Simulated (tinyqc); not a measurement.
Comparisons within one model: quantum-confined Stark effect in a modulator well. A value that a table varies takes the place of the one given here.

Envelopes on cells of 0.5 angstrom over the well |z| < L/2 and 45 angstrom of barrier on each side, psi = 0 beyond, psi'/m continuous (mean mass between points), c = hbar^2/2m0. The electron sees + e F z and the hole - e F z, each with its offset in the barriers; 1 kV/cm = 1e-5 eV/angstrom. Light holes, band mixing and escape by tunnelling are left out.

Exciton: in-plane function exp(-rho/lam), 1/mu = 1/me + 1/mp, E(lam) = c/(mu lam^2) - (q/eps) times the integral over k of Fm(k)(1 + (k lam/2)^2)^(-3/2), Fm(k) the double integral of psi_e^2 psi_h^2 exp(-k |z - z'|), q = e^2/(4 pi eps0); binding Eb = -E at the minimum. Line at Eg + E_e + E_h - Eb, strength proportional to overlap^2/lam^2.

Constants: hbar^2/2m0 = 3.80998211 eV angstrom^2; e^2/(4 pi eps0) = 14.39964547 eV angstrom; hc = 1239.841984 eV nm.

Inputs chosen for the exercise (near those of an InGaAs well in InAlAs; shifted at random, so the results belong to these values and not to a real crystal): L = 140 angstrom (well width); Vc = 0.508 eV (conduction offset); Vv = 0.186 eV (heavy-hole offset); me = 0.0423 m0 (electron, well); meb = 0.0728 m0 (electron, barrier); mh = 0.359 m0 (heavy hole along z, well); mhb = 0.414 m0 (heavy hole, barrier); Eg = 0.752 eV (gap of the well); mp = 0.11 m0 (heavy hole in the plane); eps = 13.7 (dielectric constant); Fs = (0, 21, 43, 64, 88, 114, 142) kV/cm (fields); Ls = (50, 66, 84, 104, 126, 150, 170) angstrom (widths); F_L = 97 kV/cm (field for this table); F = 97 kV/cm (field).

## Raising the field

All quantities anew; shifts from zero field.

Results:
```
F (kV/cm),dE_e (meV),dE_h (meV),Eb (meV),line shift (meV),overlap^2,relative strength
0,0.00,0.00,5.18,0.00,0.990,1.000
21,-0.50,-2.49,4.94,-2.74,0.792,0.740
43,-2.06,-8.67,4.56,-10.11,0.514,0.422
64,-4.49,-16.26,4.28,-19.85,0.336,0.247
88,-8.31,-26.09,4.03,-33.25,0.208,0.138
114,-13.55,-37.66,3.82,-49.85,0.125,0.076
142,-20.30,-50.89,3.65,-69.67,0.072,0.041
```

The line shift grows with exponent 1.82 in F at low field and 1.52 at the end, as the carriers come up against opposite walls and the dipole begins to saturate. The hole gives 83 % of the level shift in the second row and 71 % in the last. The largest shift is 13.4 times the zero-field binding, yet 70 % of the binding survives, since the walls stop the field from pulling the pair apart. Half the strength is gone between 21 and 43 kV/cm.

## Width of the well

Zero-field line, its shift at F_L and the relative strength.

Results:
```
L (angstrom),line at F = 0 (nm),Eb (meV),shift (meV),relative strength,shift x strength (meV)
50,1387.2,6.40,-2.67,0.948,2.53
66,1460.1,6.13,-5.55,0.849,4.71
84,1512.6,5.86,-10.79,0.653,7.04
104,1550.1,5.59,-18.98,0.403,7.65
126,1576.9,5.33,-30.39,0.195,5.92
150,1596.2,5.08,-45.24,0.072,3.25
170,1607.5,4.90,-59.23,0.027,1.59
```

The shift grows with exponent 2.64 in L over the first two rows and 2.15 over the last two, against 4 for hard walls at second order; leakage lowers it in narrow wells and saturation in wide ones. The strength falls from 0.95 to 0.03, and the product of the two is largest at 104 angstrom.

## What each parameter does

Zero-field line, shift at F, overlap^2 and Eb at F. Each row changes one parameter from the base and keeps the others.

Results:
```
case,line (nm),shift (meV),overlap^2,Eb (meV)
base,1589.1,-38.77,0.174,3.95
L = 130 angstrom,1580.7,-32.71,0.242,4.20
F = 78 kV/cm,1589.1,-27.41,0.254,4.12
Vc = 0.406 eV,1591.8,-39.62,0.166,3.90
Vv = 0.232 eV,1589.0,-37.98,0.182,3.98
me = 0.0486 m0,1594.9,-39.04,0.158,4.14
mh = 0.305 m0,1587.9,-37.87,0.191,3.97
eps = 12.3,1591.2,-38.47,0.174,4.67
```

The largest shifts from the base row, up to three for each result and ties (the steps differ in size, so this ranks the rows, not the parameters). line (nm): L -8.4, me +5.8, Vc +2.6; unchanged at the printed digits by F. shift (meV): F +11.36, L +6.07, mh +0.91. overlap^2: F +0.080, L +0.069, mh +0.017; unchanged at the printed digits by eps. Eb (meV): eps +0.72, L +0.26, me +0.20.

Computed by tinyqc, a small Python program: `OMP_NUM_THREADS=1 python tinyqc.py 1251241 1251242 out.jsonl` (the numbers bound the seed that draws the inputs); one thread of a shared host (Intel(R) Xeon(R) Processor @ 2.30GHz), about 0.1 s for the whole set of steps.
